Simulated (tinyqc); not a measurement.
Equilibrium and kinetic segregation of a solute to boundaries and growing surfaces: one step, computed by the program tinyqc.

Question. Boundary energy. Gibbs adsorption for this isotherm in a dilute matrix: gamma = gamma_0 + Gam_0 [k_B T ln(1 - theta) + z w theta^2/2], Gam_0 = delta/Omega sites per area.

Inputs (values chosen for the exercise, modelled on phosphorus in polycrystalline silicon):
```
quantity,value,unit
interaction z w (positive attracts),0.15,eV
temperature T,900,K
boundary thickness delta,0.71,nm
atomic volume Omega,20.02,angstrom^3
clean boundary energy gamma_0,0.63,J/m^2
```

Isotherm: Fowler-Guggenheim.

coverage theta = 0.02931247

Constants: 1 eV/angstrom^2 = 16.02176634 J/m^2; k_B = 8.617333262e-05 eV/K.

Give: Gam_0; boundary energy gamma.

Answer.

Gam_0 = 35.465 1/nm^2

boundary energy gamma = 0.61726 J/m^2

Segregation lowers gamma by 2.0 %, and the driving force of grain growth with it.
